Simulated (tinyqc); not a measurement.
Slater-Koster d bands of an fcc metal, step by step. Values are carried at full precision from step to step, so a last printed digit may differ when a step is redone from the rounded ones.

Slater-Koster d bands. For a bond with direction cosines (l, m, n) the 5 x 5 block is dds Ps + ddp Pp + ddd (1 - Ps - Pp), the projectors on sigma, pi and delta states about the bond; for instance <xy|xy> = 3 l^2 m^2 dds + (l^2 + m^2 - 4 l^2 m^2) ddp + (n^2 + l^2 m^2) ddd, <xy|yz> = 3 l m^2 n dds + l n (1 - 4 m^2) ddp + l n (m^2 - 1) ddd and <3z2-r2|3z2-r2> = (n^2 - (l^2 + m^2)/2)^2 dds + 3 n^2 (l^2 + m^2) ddp + (3/4)(l^2 + m^2)^2 ddd. H(k) sums the blocks times cos(k.R) over the neighbours; the d level is the zero of energy; k in 2 pi/a.

Parameters, chosen for this exercise (of the size met in Ir; not measured data): dds = -1.01 eV (dd sigma); ddp = 0.586 eV (dd pi); ddd = -0.04 eV (dd delta); k = (0.19, 0.13, 0) 2 pi/a (wave vector); Nd = 7 (d electrons per atom).

## The block of one bond

Direction (1,1,0)/sqrt2; its eigenvalues must be dds once, ddp twice and ddd twice.

block (eV), lower triangle:
```
             xy      yz      zx   x2-y2   3z2-r2
xy      -0.7675
yz            0  0.2730
zx            0  0.3130  0.2730
x2-y2         0       0       0  0.5860
3z2-r2   0.4200       0       0       0  -0.2825
```

## Levels at Gamma

Neighbours: twelve at (a/2)(1,1,0) and equivalents.

Summing the blocks at k = 0 gives E(t2g) = 3 dds + 4 ddp + 5 ddd, E(eg) = 1.5 dds + 6 ddp + 4.5 ddd.

levels (eV): t2g (threefold) -0.8860, eg (twofold) 1.8210

The t2g level lies lower, by 2.7070 eV.

## The Hamiltonian at one k

Sum over the neighbours.

H(k) (eV), lower triangle:
```
             xy       yz       zx   x2-y2  3z2-r2
xy      -0.4249
yz            0  -1.0854
zx            0  -0.2795  -0.7081
x2-y2         0        0        0  1.3230
3z2-r2  -0.3750        0        0  0.1364  1.7168
```

## Levels and character

Diagonalise H; t2g is xy, yz, zx and eg the other two.

levels (eV): -1.2340  -0.5595  -0.4890  1.2866  1.8172

weights:
```
     band 1  band 2  band 3  band 4  band 5
t2g   1.000   1.000   0.971   0.003   0.025
eg    0.000   0.000   0.029   0.997   0.975
```

## Levels at points of symmetry

Coordinates: G (0, 0, 0), X (1, 0, 0), W (1, 0.5, 0), L (0.5, 0.5, 0.5), K (0.75, 0.75, 0); the others lie half way.

Levels (eV):
```
k        band 1  band 2  band 3  band 4  band 5
G        -0.886  -0.886  -0.886   1.821   1.821
G-X 0.5  -3.070  -1.130   1.092   1.092   2.344
X        -5.254  -4.081   2.867   3.070   3.070
W        -2.344  -1.092  -1.092   1.130   3.070
L        -2.504  -1.525  -1.525   2.777   2.777
L-G 0.5  -1.695  -0.544  -0.544   1.638   1.638
K        -3.732  -1.999   1.319   1.542   2.571
```

On these points the bands run from -5.254 (X) to 3.070 eV (X and W).

## Second moment and the rectangular band

mu2 = z (dds^2 + 2 ddp^2 + 2 ddd^2)/5 per orbital, with z = 12. A rectangular band with the same mu2 has width W = sqrt(12 mu2), Fermi level W (Nd/10 - 1/2) and bond energy -W Nd (10 - Nd)/20 (Friedel).

mu2 = 4.1042 eV^2
W = 7.0179 eV
Fermi level = 1.4036 eV
bond energy per atom = -7.3688 eV

The bond energy is the attractive part alone; the repulsion between atoms, left out, cancels a large share of it in the cohesive energy.

## Checks

- Levels at Gamma from the formulas against H(0): they agree to 1e-10 or better.
- Second moment from the formula against the mean square level on the mesh: both 4.10422.

Computed by tinyqc, a small Python program: `OMP_NUM_THREADS=1 python tinyqc.py 1451401 1451402 out.jsonl` (the numbers bound the seed that draws the inputs); one thread of a shared host (Intel(R) Xeon(R) Processor @ 2.30GHz), about 0.03 s for the whole set of steps.
